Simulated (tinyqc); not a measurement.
Electron mobility of a polar semiconductor by Rode's iterative solution of the Boltzmann equation: one step, computed by the program tinyqc.

The distribution is f(E) + e F l(E) (-df/dE) cos(theta) for a weak field F, theta counted from the force; l(E) is a mean free path. Elastic processes enter by their momentum rate, polar optical phonons by out- and in-scattering terms. One valley only: where upper valleys lie close, measured mobilities are lower. The density n is prescribed, even where a narrow-gap material would have more intrinsic carriers.

Task: Rates on one ladder of the grid. Parabolic band: E = hbar^2 k^2/(2 m), speed v = hbar k/m, states per spin, volume and energy g(E) = m k/(2 pi^2 hbar^2). Masses are multiplied by m_0 and all formulas are in SI units. Phonon occupation N_q = 1/(exp(hbar w/(k_B T)) - 1). Acoustic deformation potential (elastic, equipartition, absorption and emission together): 1/tau = 2 pi k_B T D_A^2 g(E)/(hbar rho v_l^2). Piezoelectric (elastic, unscreened, momentum relaxation): 1/tau = e^2 K^2 k_B T m (1 + 2 alpha E)/(2 pi eps_s eps_0 hbar^3 k), with alpha = 0 for a parabolic band. Singly charged impurities, momentum relaxation: 1/tau = N_I e^4 m (1 + 2 alpha E) Phi/(8 pi (eps_s eps_0)^2 hbar^3 k^3), with alpha = 0 for a parabolic band. Brooks-Herring: Phi = ln(1 + b) - b/(1 + b), b = 4 k^2 L_s^2. Polar optical, unscreened: W = e^2 w (1/eps_inf - 1/eps_s) m (1 + 2 alpha E') ln|(k + k')/(k - k')| / (4 pi eps_0 hbar^2 k), times N_q for absorption (E' = E + hbar w) and N_q + 1 for emission (E' = E - hbar w > 0), with alpha = 0 for a parabolic band; mean cosine of the angle <cos> = (k^2 + k'^2)/(2 k k') - 1/ln|(k + k')/(k - k')|. Energy grid E_j = (j + 1/2) hbar w/s, j = 0, 1, ..., up to (max(eta, 0) + 18) k_B T, so that E_j +/- hbar w are grid points; l = 0 beyond the grid; integrals are sums times the spacing. With f' = f(E'): out-scattering S_o = sum over absorption and emission of W (1 - f')/(1 - f); nu = sum of elastic rates; the in-scattering weights are c+ = W_abs <cos> (1 - f')/(1 - f) for E' = E + hbar w and c- likewise for emission.

Inputs (values chosen for the exercise, modelled on InSb): effective mass m = 0.0131 m_0; static permittivity eps_s = 16.8; high-frequency permittivity eps_inf = 15.7; density rho = 5780 kg/m^3; sound velocity v_l = 3880 m/s; acoustic deformation potential D_A = 8.8 eV; optical phonon energy hbar w = 24.3 meV; piezoelectric coupling K = 0.025; temperature T = 500 K; grid points per phonon energy s = 8.

Band: parabolic. Elastic processes: acoustic, piezoelectric, impurity.

reduced Fermi level eta = 6.760128

ionised impurity density N_I = 1.10e+18 1/cm^3

screening length L_s = 13.04457 nm

Constants: k_B = 8.617333262e-05 eV/K; k_B = 1.380649e-23 J/K; e = 1.602176634e-19 C; hbar = 1.054571817e-34 J s; m_0 = 9.1093837015e-31 kg; eps_0 = 8.8541878128e-12 F/m; hbar = 6.582119569e-16 eV s.

Give: Points j = s/2, s/2 + s, ... (the first seven rungs, or as many as the grid holds), rates in 1e12/s.

Result:

Points j = s/2, s/2 + s, ... (the first seven rungs, or as many as the grid holds), rates in 1e12/s:
```
E (meV)    v (m/s)     nu    S_o      c+      c-
13.7     6.058e+05  27.75  1.786  0.7358  0.0000
38.0     1.010e+06  12.45  2.229  0.8955  0.2518
62.3     1.293e+06   7.74  2.226  0.9228  0.3995
86.6     1.525e+06   5.53  2.149  0.9194  0.4486
110.9    1.725e+06   4.26  2.068  0.9048  0.4683
135.2    1.905e+06   3.45  1.991  0.8839  0.4768
159.5    2.069e+06   2.88  1.918  0.8576  0.4814
```

Points one phonon energy apart are coupled only to each other, so the grid falls into s independent ladders. Caution: E_F exceeds 0.1 eV in a band of small mass, where non-parabolicity, left out here, matters. Caution: the gas is degenerate, and screening of the polar coupling, left out here, would raise the mobility.
